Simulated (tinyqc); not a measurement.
Strain-driven crossing of the Gamma and L valleys in a germanium-like crystal alloyed with tin: sweeps and comparisons. A value that a table varies takes the place of the one given here.

Biaxial loads: e0 is the in-plane strain e_par and the normal is free. (001): e_perp = -2 (C12/C11) e_par; exx = eyy = e_par, ezz = e_perp, no shear. (111): e_perp = -(2 C11 + 4 C12 - 4 C44)/(C11 + 2 C12 + 4 C44) e_par; exx = eyy = ezz = (2 e_par + e_perp)/3 and exy = eyz = ezx = (e_perp - e_par)/3. (110): e_perp = -(C11 + 3 C12 - 2 C44)/(C11 + C12 + 2 C44) e_par; exx = eyy = (e_par + e_perp)/2, ezz = e_par, exy = (e_perp - e_par)/2, eyz = ezx = 0. Uniaxial loads: a stress along n, scaled so that n.e.n = e0, with exx = s11 sxx + s12 (syy + szz), exy = s44 sxy/2, s11 = (C11 + C12)/((C11 - C12)(C11 + 2 C12)), s12 = -C12/((C11 - C12)(C11 + 2 C12)), s44 = 1/C44.

Edges from the unstrained valence top: Gamma at Eg + ac tr(e); an L valley with unit axis u at EgL + aL tr(e) + XuL (u.e.u - tr(e)/3), u along [111], [1-1-1], [-11-1], [-1-11]; valence edges are the levels of the 6 x 6 matrix of X, Y, Z times spin with -Dso/3 + l exx + m (eyy + ezz) on the diagonal (cyclic), n exy off it, l = av + 2 b, m = av - b, n = sqrt(3) d. Spin-orbit term (Dso/3) L.sigma on X, Y, Z with (L_k)_ij = -i epsilon_kij: <X+|H|Y+> = -i Dso/3, <X+|H|Z-> = Dso/3, <Y+|H|Z-> = -i Dso/3, <Z+|H|X-> = -Dso/3, <Z+|H|Y-> = i Dso/3, <X-|H|Y-> = i Dso/3, and their conjugates; + and - are the spin along z.

With tin the unstrained gaps become E(y) = (1 - y) E + y EgS - CS y (1 - y); all other values are kept.
Constants: kB = 8.617333262e-05 eV/K.

Values chosen for the exercise (near those of Ge, gaps at low temperature; shifted at random, so the results belong to these values and not to a real crystal):
- Eg = 0.891 eV (gap at Gamma to the s-like level)
- EgL = 0.74 eV (gap to L)
- Dso = 0.292 eV (spin-orbit splitting)
- ac = -8.25 eV (conduction deformation potential)
- av = 1.25 eV (valence hydrostatic potential)
- b = -2.6 eV (tetragonal shear potential)
- d = -5.35 eV (trigonal shear potential)
- aL = -1.32 eV (hydrostatic potential of the L edge, Xd + Xu/3)
- XuL = 15.83 eV (uniaxial potential, L)
- y = 0.026 (tin fraction)
- EgS = (-0.418, 0.107) eV (Gamma and L gaps of the tin end)
- CS = (2, 0.89) eV (bowing of the Gamma and L gaps)
- C11 = 130.2 GPa
- C12 = 48.4 GPa
- C44 = 65.9 GPa
- load = uniaxial [110] (kind of strain)
- mG = 0.0402 m0 (mass at Gamma)
- mL = 0.586 m0 (density-of-states mass of the four L valleys together)
- T = 77 K (temperature)
- e0 = -0.0243 (size of the strain)

## Which strain makes the gap direct

For tension the difference Gamma minus lowest L is linear in e0; slope per 1 % and the e0 at which it vanishes (a dash: no crossing below 15 %), with the gap there.

Results:
```
load            slope (meV per 1 %)  crossing e0 (%)  gap at the crossing (eV)
biaxial (001)                 -87.1             1.21                     0.591
biaxial (110)                 -29.4             3.59                     0.037
biaxial (111)                  34.8                -                         -
uniaxial [100]                -31.7             3.32                     0.552
uniaxial [111]                 -5.9                -                         -
uniaxial [110]                 13.0                -                         -
```

The smallest strain is needed for biaxial (001) (1.21 %), then uniaxial [100] (3.32 %). No crossing below 15 % is found for biaxial (111), uniaxial [111] and uniaxial [110]: shear splits the L valleys and pulls the lowest down nearly as fast as, or faster than, Gamma. Loads without off-diagonal strain, (001) and [100], gain (ac - aL) tr(e) = -69 meV per 1 % of volume. Crossings beyond about 3 % are sensitive to second-order terms, left out here. For uniaxial [111] the slope is a near cancellation, so terms beyond this linear model decide.

## Sweep of a uniaxial [110] strain

The valence splitting is the distance of the top two edges. Share in Gamma = mG^(3/2)/(mG^(3/2) + (mL^(3/2)/4) sum_i exp(-(E_Li - E_Gamma)/kT)).

Results:
```
e0 (%)  direct gap (eV)  indirect gap (eV)  Gamma - L (meV)  valence splitting (meV)  share in Gamma (%)
-1.68             0.825              0.557              268                      136            1.08e-17
-0.64             0.817              0.650              167                       48            4.10e-11
0.40              0.769              0.659              111                       27            2.09e-07
1.44              0.672              0.548              124                       84            2.72e-08
2.48              0.574              0.437              138                      122            3.54e-09
3.52              0.476              0.325              151                      148            4.59e-10
4.56              0.377              0.212              165                      168            5.96e-11
5.60              0.277              0.098              178                      184            7.74e-12
```

The gap stays indirect over the sweep. This load splits the L valleys, and the lowest set changes where e0 changes sign, which bends the column Gamma - L. The direct gap goes from 0.825 to 0.277 eV; of that change -0.131 eV comes from the rise of the valence top through the shear terms and the rest from the volume. The share in Gamma goes from 1.08e-17 to 7.74e-12 %, with a peak of 2.09e-07 % at e0 = 0.40 % among these rows. Beyond about 3 % terms of second order in the strain, left out here, matter.

## What each parameter does

Direct gap, Gamma minus the lowest L edge and the valence splitting. Each row changes one parameter from the base and keeps the others.

Results:
```
case              direct gap (eV)  Gamma - L (meV)  valence splitting (meV)
base                       0.8254            340.2                    203.8
C44 = 75.785 GPa           0.8386            338.7                    197.2
C12 = 55.66 GPa            0.8128            330.7                    206.3
Dso = 0.3358 eV            0.8285            340.2                    201.0
b = -2.99 eV               0.8184            340.2                    212.7
d = -6.1525 eV             0.8107            340.2                    228.2
ac = -7.0125 eV            0.8073            322.1                    203.8
aL = -1.122 eV             0.8254            343.1                    203.8
```

The largest shifts from the base row, up to three for each result and ties (the steps differ in size, so this ranks the rows, not the parameters). direct gap (eV): ac -0.0181, d -0.0147, C44 +0.0132; unchanged at the printed digits by aL. Gamma - L (meV): ac -18.1, C12 -9.5, aL +2.9; unchanged at the printed digits by Dso, b and d. valence splitting (meV): d +24.4, b +8.9, C44 -6.6; unchanged at the printed digits by ac and aL.

Run: tinyqc, `OMP_NUM_THREADS=1 python tinyqc.py 1080611 1080612 out.jsonl`; Intel(R) Xeon(R) Processor @ 2.30GHz, one thread, shared host; about 0.01 s of CPU time with all checks.
